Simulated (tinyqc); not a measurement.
# Phonon and roughness prefactors from two fields

Problem. At 300 K and high field 1/mu = E^(1/3)/Ap + E^gs/As, E in MV/cm. Find Ap and As.

Inputs (values chosen for the exercise): exponent of the roughness term gs = 2.

mu at E = 0.54 and 1.17 MV/cm (cm^2/(V s)): 429.55675  244.41798

Solution. Two linear equations in 1/Ap and 1/As.

Ap = 405.0 cm^2/(V s)
As = 919.0 cm^2/(V s)

tinyqc, about 0.01 s, one thread, Intel Xeon 2.30GHz (shared host): `OMP_NUM_THREADS=1 python tinyqc.py 2510142 2510143 out.jsonl`
